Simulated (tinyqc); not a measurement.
Permittivity and interlayer from two capacitances.

Problem. A two-layer stack has Cox = eps0/(t1/e1 + t2/e2) and EOT = 3.9 eps0/Cox. Find e2, the EOT of layer 1 and, with e1 given, t1.

Parameters, values chosen for the exercise: relative permittivity of layer 1 e1 = 7.53.

Constants: eps0 = 8.8541878128e-14 F/cm where lengths are in cm. Results are converted to the units shown.

Cox at t2 = 2.4 and 8.5 nm (uF/cm^2): [2.7550427, 1.5687537]

Solution. EOT is linear in t2 with slope 3.9/e2, and its intercept is the EOT of layer 1.

e2 = 25.10
EOT of layer 1 = 0.8805 nm
t1 = 1.700 nm

tinyqc, about 0.01 s, one thread, Intel Xeon 2.30GHz (shared host): `OMP_NUM_THREADS=1 python tinyqc.py 2010082 2010083 out.jsonl`
